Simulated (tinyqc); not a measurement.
Exciton in a hard-walled quantum well (variational): sweeps and comparisons. A value that a table varies takes the place of the one given here.

Electron and hole in the lowest states cos(pi z/L) of a hard-walled well; relative motion in the plane exp(-rho/lam). E(lam) = c/(mu lam^2) - (q/eps) <1/r>, <1/r> = integral over k from 0 to infinity of F(kL) (1 + (k lam/2)^2)^(-3/2), F(x) = [3x + 8 pi^2/x - 32 pi^4 (1 - exp(-x))/(x^2 (x^2 + 4 pi^2))]/(x^2 + 4 pi^2); c = hbar^2/2m0, q = e^2/(4 pi eps0). E is counted from the subband edge.

Constants: hbar^2/2m0 = 3.80998211 eV angstrom^2; e^2/(4 pi eps0) = 14.39964547 eV angstrom; Ry = 13.60569312 eV.

Inputs chosen for the exercise (near those of ZnSe; shifted at random, so the results belong to these values and not to a real crystal): xs = (0.05, 0.22, 0.58, 1.2, 3.8, 8.3, 27, 97) ((E - Eg)/Ry*); eps = 9 (dielectric constant); Ls = (5, 13, 18, 38, 76, 138, 195) angstrom (widths); me = 0.156 m0 (electron mass); mh = 0.446 m0 (hole mass); L = 49 angstrom (well width).

## Coulomb enhancement above the gap (Wannier exciton and Elliott formula)

Ry* = 19.4133 meV

With x = (E - Eg)/Ry* and y = pi/sqrt(x): S3 = y exp(y)/sinh(y), and S2 = exp(y)/cosh(y). Free-pair absorption goes as sqrt(x) in three dimensions and is constant in two.

Factors:
```
x      E - Eg (meV)  sqrt(x)      S3  S3 sqrt(x)     S2
0.050          0.97    0.224  28.099       6.283  2.000
0.22           4.27    0.469  13.396       6.283  2.000
0.58          11.26    0.762   8.252       6.285  1.999
1.2           23.30    1.095   5.754       6.304  1.994
3.8           73.77    1.949   3.357       6.544  1.923
8.3          161.13    2.881   2.459       7.083  1.797
27           524.16    5.196   1.724       8.956  1.540
97          1883.09    9.849   1.353      13.322  1.309
```

What can be read from the table?

In three dimensions the product tends to 2 pi = 6.283 at the edge (6.283 in the first row), so the square-root onset becomes a step. Even 1883 meV above the gap the enhancement is 1.35; it decays only as 1 + pi/sqrt(x) = 1.32. In two dimensions it never exceeds 2 and has fallen to 1.31. The last rows lie beyond the range of parabolic bands.

## Width of the well

mu = 0.115575 m0
a* = 41.208 angstrom

The minimum for each width. The strength per area goes as |phi(0)|^2 = 2/(pi lam^2), listed relative to the strict two-dimensional value.

Results:
```
L (angstrom)  L/a*  lam (angstrom)  binding (meV)  in Ry*  strength
5             0.12            23.8          66.60   3.431     0.750
13            0.32            27.4          56.49   2.910     0.564
18            0.44            29.3          52.17   2.687     0.494
38            0.92            35.3          41.31   2.128     0.340
76            1.84            43.8          31.18   1.606     0.221
138           3.35            54.2          23.35   1.203     0.145
195           4.73            61.9          19.38   0.999     0.111
```

What does this show, and why?

The binding falls from 3.43 to 1.00 Ry*. It drops below the bulk value Ry* between 138 and 195 angstrom, which is a failure of the trial function: it has no correlation along z, so it cannot reach the bulk limit. Even at L = 0.12 a* only 86 % of the two-dimensional limit is reached. With finite barriers the binding would peak at some width and fall again as the carriers leak out.

## What each parameter does

1/mu = 1/me + 1/mh, Ry* = Ry mu/eps^2; the minimum over lam. Each row changes one parameter from the base and keeps the others.

Results:
```
case               binding (meV)  lam (angstrom)  binding/Ry*
base                       37.52            38.1        1.933
me = 0.133 m0              34.85            41.4        2.025
mh = 0.624 m0              39.30            36.1        1.875
eps = 9.9                  32.18            40.7        2.006
L = 34.3 angstrom          42.83            34.3        2.206
```

What can be read from the table?

The largest shifts from the base row, up to three for each result and ties (the steps differ in size, so this ranks the rows, not the parameters). binding (meV): eps -5.34, L +5.31, me -2.68. lam (angstrom): L -3.7, me +3.4, eps +2.6. binding/Ry*: L +0.273, me +0.092, eps +0.073.

Computed by tinyqc, a small Python program: `OMP_NUM_THREADS=1 python tinyqc.py 1280610 1280611 out.jsonl` (the numbers bound the seed that draws the inputs); one thread of a shared host (Intel(R) Xeon(R) Processor @ 2.30GHz), about 0.02 s for the whole set of steps.
